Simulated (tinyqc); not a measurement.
Band-to-band tunnelling in a uniform field: complex band structure along [001] in sp3s* tight binding.

For k = (0, 0, kz) the phase sums are g0 = cos(phi) and g3 = i sin(phi), phi = kz a/4, and the s, pz, s* orbitals of anion (a) and cation (c) decouple from px, py. With z = exp(i phi), H(z) = H0 + z T + T^T/z for any complex z. H0 is diagonal (Esa, Epa, Exa, Esc, Epc, Exc). The anion-cation block is B(z) = z U + W/z and the cation-anion block z W^T + U^T/z, where U has Vss/2 (s,s), Vsapc/2 (s,z), -Vscpa/2 (z,s), Vxx/2 (z,z), Vxapc/2 (s*,z), -Vpaxc/2 (z,s*), and W has the same values with the s-z and s*-z signs reversed. |z| = 1 is a band state, |z| < 1 decays along [001] as exp(-kappa d) over a distance d, kappa = -(4/a) ln|z|. No spin-orbit coupling.

Constants: hbar^2/2m0 = 3.80998211 eV angstrom^2.

Values chosen for the exercise (out of a larger set: near a published set for InP, fitted to gaps, whose masses and valley positions are rough (light masses up to twice too heavy); not measured data): p = (-8.527, 0.874, -1.485, 4.023, 8.285, 7.109, -5.353, 1.869, 4.232, 2.218, 5.584, 3.448, 4.493) eV (order Esa, Epa, Esc, Epc, Exa, Exc, Vss, Vxx, Vxy, Vsapc, Vscpa, Vxapc, Vpaxc); a = 5.866 angstrom (lattice constant).

Ev = 0.00469 eV
EG (direct gap) = 1.39650 eV

masses of this model, from the curvature at Gamma (m0): m_lh 0.09396, m_e 0.12132

WKB at zero transverse momentum: T = exp(-2 I/(eF)), I = integral of kappa dE across the direct gap (8 Gauss-Legendre points in theta, E = EG sin^2 theta, 0 to pi/2); 1 MV/cm = 0.01 V/angstrom. The two-band form gives I = (pi/8) sqrt(m/c) EG^(3/2) with m = 2 m_lh m_e/(m_lh + m_e).

Tunnelling:
```
F (MV/cm)  path EG/eF (angstrom)  exponent 2I/eF  T, tight binding  T, two-band
0.50                       279.3          42.981          2.15e-19     1.70e-19
0.75                       186.2          28.654          3.59e-13     3.07e-13
1.00                       139.6          21.491          4.64e-10     4.12e-10
1.50                        93.1          14.327          6.00e-07     5.54e-07
2.00                        69.8          10.745          2.15e-05     2.03e-05
3.00                        46.5           7.164          0.000774     0.000744
4.00                        34.9           5.373           0.00464      0.00451
```

I, tight binding = 0.107453 eV/angstrom
I, two-band = 0.108047 eV/angstrom

The two-band integral is +0.55 % from the tight-binding one, which makes the two-band T 0.7886 times the other at 0.5 MV/cm and 0.9708 times at 4 MV/cm. Doubling the field from 1 to 2 MV/cm halves the exponent and raises T by a factor 4.64e+04.

Computed by tinyqc, a small Python program: `OMP_NUM_THREADS=1 python tinyqc.py 1451918 1451919 out.jsonl` (the numbers bound the seed that draws the inputs); one thread of a shared host (Intel(R) Xeon(R) Processor @ 2.30GHz), about 0.01 s for the whole set of steps.
